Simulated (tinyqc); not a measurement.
Inside a calculation. Model: electron mobility of a polar semiconductor by Rode's iterative solution of the Boltzmann equation. Computed by tinyqc, a small Python program that keeps every step. Command: `OMP_NUM_THREADS=1 python tinyqc.py 3028553 3028554 out.jsonl rode walk`. One thread of a shared host (Intel(R) Xeon(R) Processor @ 2.30GHz), about 0.01 s of CPU time with the checks. Intermediate numbers are printed to about 7 digits and carried at full precision; extremes and crossings named in words are read from the listed rows.

The distribution is f(E) + e F l(E) (-df/dE) cos(theta) for a weak field F, theta counted from the force; l(E) is a mean free path. Elastic processes enter by their momentum rate, polar optical phonons by out- and in-scattering terms. One valley only: where upper valleys lie close, measured mobilities are lower. The density n is prescribed, even where a narrow-gap material would have more intrinsic carriers.

Inputs (values chosen for the exercise, for a model polar semiconductor):

| quantity | value | unit |
|---|---|---|
| effective mass m | 0.056 | m_0 |
| static permittivity eps_s | 10.2 | - |
| high-frequency permittivity eps_inf | 6.46 | - |
| density rho | 6060 | kg/m^3 |
| sound velocity v_l | 9750 | m/s |
| acoustic deformation potential D_A | 9 | eV |
| optical phonon energy hbar w | 82.1 | meV |
| piezoelectric coupling K | 0.15 | - |
| electron density n | 2.6e+17 | 1/cm^3 |
| compensation ratio C | 0 | - |
| temperature T | 150 | K |
| grid points per phonon energy s | 10 | - |
| iteration cap | 200 | - |

Band: parabolic. Elastic processes: acoustic, piezoelectric, impurity.

Constants: k_B = 8.617333262e-05 eV/K; m_0 = 9.1093837015e-31 kg; e = 1.602176634e-19 C; hbar = 1.054571817e-34 J s; eps_0 = 8.8541878128e-12 F/m; k_B = 1.380649e-23 J/K; hbar = 6.582119569e-16 eV s.

## Fermi level and screening

Parabolic band: E = hbar^2 k^2/(2 m), speed v = hbar k/m, states per spin, volume and energy g(E) = m k/(2 pi^2 hbar^2). Masses are multiplied by m_0 and all formulas are in SI units. The reduced Fermi level eta = E_F/(k_B T) solves n = 2 Z int g f dE with f = 1/(1 + exp(x - eta)) (Z = 1 unless valleys are given); screening length L_s = sqrt(eps_s eps_0 k_B T/(e^2 dn/deta)), dn/deta = 2 Z int g f (1 - f) dE. Integrals over x = E/(k_B T) use 160 Gauss-Legendre points in u = sqrt(x) from 0 to sqrt(max(eta, 0) + 32). N_I = n (1 + C)/(1 - C).

reduced Fermi level eta = 1.552758

screening length L_s = 6.978631 nm

ionised impurity density N_I = 2.60e+17 1/cm^3

Caution: the gas is degenerate, and screening of the polar coupling, left out here, would raise the mobility.

## Rates on one ladder of the grid

Phonon occupation N_q = 1/(exp(hbar w/(k_B T)) - 1). Acoustic deformation potential (elastic, equipartition, absorption and emission together): 1/tau = 2 pi k_B T D_A^2 g(E)/(hbar rho v_l^2). Piezoelectric (elastic, unscreened, momentum relaxation): 1/tau = e^2 K^2 k_B T m (1 + 2 alpha E)/(2 pi eps_s eps_0 hbar^3 k), with alpha = 0 for a parabolic band. Singly charged impurities, momentum relaxation: 1/tau = N_I e^4 m (1 + 2 alpha E) Phi/(8 pi (eps_s eps_0)^2 hbar^3 k^3), with alpha = 0 for a parabolic band. Brooks-Herring: Phi = ln(1 + b) - b/(1 + b), b = 4 k^2 L_s^2. Polar optical, unscreened: W = e^2 w (1/eps_inf - 1/eps_s) m (1 + 2 alpha E') ln|(k + k')/(k - k')| / (4 pi eps_0 hbar^2 k), times N_q for absorption (E' = E + hbar w) and N_q + 1 for emission (E' = E - hbar w > 0), with alpha = 0 for a parabolic band; mean cosine of the angle <cos> = (k^2 + k'^2)/(2 k k') - 1/ln|(k + k')/(k - k')|. Energy grid E_j = (j + 1/2) hbar w/s, j = 0, 1, ..., up to (max(eta, 0) + 18) k_B T, so that E_j +/- hbar w are grid points; l = 0 beyond the grid; integrals are sums times the spacing. With f' = f(E'): out-scattering S_o = sum over absorption and emission of W (1 - f')/(1 - f); nu = sum of elastic rates; the in-scattering weights are c+ = W_abs <cos> (1 - f')/(1 - f) for E' = E + hbar w and c- likewise for emission.

Points j = s/2, s/2 + s, ... (the first seven rungs, or as many as the grid holds), rates in 1e12/s:

| E (meV) | v (m/s) | nu | S_o | c+ | c- |
|---|---|---|---|---|---|
| 45.155 | 532580 | 4.009084 | 7.975097e-02 | 0.03260275 | 0.00000 |
| 127.255 | 894065 | 1.447332 | 2.090069e+01 | 0.03493458 | 8.51849 |
| 209.355 | 1146762 | 0.888489 | 2.831417e+01 | 0.03607586 | 15.60892 |

Points one phonon energy apart are coupled only to each other, so the grid falls into s independent ladders.

## The first two iterations on one ladder of the grid

Iteration: l_new(E) = [v(E) + c+ l(E + hbar w) + c- l(E - hbar w)]/(nu + S_o), from l = 0.

l after iteration 1 (nm): 130.2522  40.0065  39.2691

l after iteration 2 (all rungs but the last shown) (nm): 130.5712  89.7166

In-scattering lengthens l on the lowest rung by 0.2 % and on the second by 124.3 % in this step.

## The whole iteration

mu = e sum g v l f (1 - f) / (3 k_B T sum g f) over the grid; stop when mu changes by less than 1e-8 of itself.

Course of the iteration:

| iteration | mu (cm^2/(V s)) | relative change |
|---|---|---|
| 1 | 6886.463 | 1.000000e+00 |
| 2 | 6931.722 | 6.529271e-03 |
| 3 | 6955.189 | 3.373978e-03 |
| 4 | 6955.360 | 2.464467e-05 |
| 5 | 6955.473 | 1.615140e-05 |
| 6 | 6955.473 | 1.013900e-07 |
| 7 | 6955.474 | 8.278332e-08 |
| 8 | 6955.474 | 4.554167e-10 |

mobility mu = 6955.474 cm^2/(V s)

iterations = 8

Converged in 8 iterations; mu rises at every step, from 6886 to 6955, since each step returns more of the forward-scattered current.

## Approximations against the iterative solution

Self-energy RTA: l = v/(nu + S_o), the first iteration. Momentum RTA: l = v/(nu + S_o - c+ v(E + hbar w)/v - c- v(E - hbar w)/v), listed only where the denominator is positive on the whole grid. The polar-only value solves the same system with nu = 0; the elastic value takes l = v/nu.

Mobilities:

| method | mu (cm^2/(V s)) | deviation (%) |
|---|---|---|
| iterative solution | 6955.5 | 0.000 |
| self-energy RTA | 6886.5 | -0.992 |
| momentum RTA | 6998.9 | 0.624 |
| polar phonons alone, exact | 393467.7 | 5556.950 |
| elastic processes alone | 7685.6 | 10.497 |
| Matthiessen's rule on the last two | 7538.4 | 8.380 |

self-energy RTA mobility = 6886.463 cm^2/(V s)

polar-phonon mobility = 393467.7 cm^2/(V s)

elastic mobility = 7685.609 cm^2/(V s)

error of the self-energy RTA = -0.9921794 %

The self-energy RTA is 1.0 % low: it counts every polar event as a full loss of current, a small error here because elastic scattering dominates. Here hbar w/k_B T = 6.35. Matthiessen's rule is 8.4 % high. The momentum RTA deviates by +0.6 %.

Checks made by the program: iterated mobility against a direct solution of the banded linear system (relative difference 5e-10).
